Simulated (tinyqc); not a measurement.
Critical temperature from a phonon spectrum: McMillan, Allen-Dynes and the linearised Eliashberg equation: one step, computed by the program tinyqc. Command: `OMP_NUM_THREADS=1 python tinyqc.py 3018241 3018242 out.jsonl eliashberg walk`. One thread of a shared host (Intel(R) Xeon(R) Processor @ 2.30GHz), about 0.01 s of CPU time with the checks.

alpha^2 F(omega) = sum_i (lambda_i omega_i/2) delta(omega - omega_i), so that lambda = 2 int alpha^2 F/omega d omega = sum_i lambda_i.

Question. Largest eigenvalue of the small kernel. K is the kernel of the linearised Eliashberg equation on the Matsubara points omega_n = (2n + 1) pi k_B T; T_c is where its largest eigenvalue rho is zero. Diagonalise K; at rho = 0 the eigenvector c is the gap function Delta_n/omega_n up to a factor; away from it Delta_n/Delta_0 = (2n + 1) c_n/c_0 is only an estimate.

Inputs (values chosen for the exercise, for a model metal): trial temperature = 44.3 K.

Peaks in alpha^2 F: one.

K:
```
           1          2          3
1  -0.846285   0.408094   0.048861
2   0.408094  -4.203923   0.239604
3   0.048861   0.239604  -6.795267
```

Give: largest eigenvalue rho; Delta_n/Delta_0.

Answer.

largest eigenvalue rho = -0.7964

Delta_n/Delta_0: 1.000  0.362  0.065

rho < 0: in this small matrix the trial temperature lies above T_c.
